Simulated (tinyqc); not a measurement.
## Inductance and parasitic capacitance from two readings

Problem. A loss-free coil L in parallel with C shows the apparent inductance L/(1 - w^2 L C), w = 2 pi f. Find L, C and the self-resonance 1/(2 pi sqrt(L C)).

apparent inductance at 4.3 and 8.7 GHz (nH): [5.3343828, 10.539815]

Answer. The inverse of the reading is 1/L - w^2 C, a straight line in w^2.

L = 4.60 nH
C = 41.0 fF
self-resonance = 11.6 GHz

tinyqc, about 0.01 s, one thread, Intel Xeon 2.30GHz (shared host): `OMP_NUM_THREADS=1 python tinyqc.py 2302029 2302030 out.jsonl`
